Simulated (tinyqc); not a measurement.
Worked calculation: valley splitting of a silicon quantum well in envelope theory. Values are carried at full precision from step to step, so a last printed digit may differ when a step is redone from the rounded ones.

Constants: hbar^2/2m0 = 3.80998211 eV angstrom^2; kB = 8.617333262e-05 eV/K.

Values chosen for the exercise (near those of a strained Si well in SiGe; not measured data):
```
symbol  value  unit      meaning
k0      0.832  2 pi/a    valley position
a       5.431  angstrom  lattice constant
ml      0.917  m0        mass along z
F       5      mV/nm     field pressing towards the upper interface
w       1.2    angstrom  interface width parameter
L       48     angstrom  well width
V0      0.18   eV        conduction offset
C0      0.282            Bloch overlap factor
Yb      0.26             Ge share of the barrier
Yw      0                Ge share of the well
ad      150    angstrom  dot radius
```

## Wave number and lengths

q = 2 k0 (2 pi/a), its wavelength, the field length (c/(ml e F))^(1/3) with c = hbar^2/2m0 and 1 mV/nm = 1e-4 eV/angstrom, and the damping factor y/sinh(y), y = pi q w, of a step smoothed as 1/(1 + exp(z/w)).

q = 1.9251 1/angstrom
wavelength = 3.264 angstrom
field length = 20.3 angstrom
damping factor = 0.0102

## The envelope

The well lies at 0 < z < L; U(z) = V0 [1/(1 + exp(z/w)) + 1/(1 + exp((L - z)/w))] - e F z, 1 mV/nm = 1e-4 eV/angstrom. The envelope psi solves -(c/ml) psi'' + U psi = E psi, c = hbar^2/2m0, by three-point differences on a grid of 0.1 angstrom from -40 to L + 40 angstrom. The two valleys at +/- k0 couple through D = C0 times the integral of exp(-i q z) U(z) psi^2, q = 2 k0 (2 pi/a), and split by Ev = 2|D|.

Two lowest levels, mean position, and psi^2 at both interfaces.

levels (meV): 0.31  38.97

<z> = 26.8 angstrom
psi^2 at z = 0 and L (1/angstrom): 0.00115  0.00356

The field makes psi^2 at the upper interface 3.1 times that at the lower one. The orbital spacing is 38.7 meV.

## Contributions to the coupling

Split D into the lower barrier, the upper barrier and the field term.

Parts of D (micro-eV):
```
part             real  imaginary   size
lower barrier   0.383      0.021  0.384
upper barrier  -0.116      1.180  1.186
field term     -0.001      0.004  0.004
```

## Valley splitting and phase

The inter-valley coupling D is the sum of the complex parts; Ev = 2|D|, the valley phase is arg D, and kB T equals Ev at T = Ev/kB.

Ev = 2.47 micro-eV
phase = 1.35 rad
T = 0.029 K

The upper barrier gives the largest part.

## Alloy disorder

Random alloy: with Y(z) = Yw + (Yb - Yw) B(z), B the bracket in U, and in-plane density exp(-r^2/ad^2)/(pi ad^2), D gains a random complex part of variance sigma^2 = (C0^2/pi)(a^2 V0/(8 ad (Yb - Yw)))^2 (4/a) times the integral of psi^4 Y (1 - Y). Alone it gives a mean splitting sqrt(pi) sigma; together with the smooth part the rms splitting is 2 sqrt(|D|^2 + sigma^2).

Give the integral, sigma, the mean splitting from disorder alone and the rms total.

integral = 1.22e-05 1/angstrom
sigma = 8.1 micro-eV
sqrt(pi) sigma = 14.4 micro-eV
rms splitting = 16.4 micro-eV

|D|/sigma = 0.15: disorder dominates, so the splitting scatters from dot to dot down to zero.

## Checks

- Lowest level for sharp walls and no field against the square well, meV: both 12.3.
- Size of one barrier part in that case against C0 V0 psi(0)^2/sqrt(q^2 + 4 kappa^2), micro-eV: both 61.

Program tinyqc; command `OMP_NUM_THREADS=1 python tinyqc.py 1250186 1250187 out.jsonl`; about 0.1 s on one thread of a shared Intel(R) Xeon(R) Processor @ 2.30GHz.
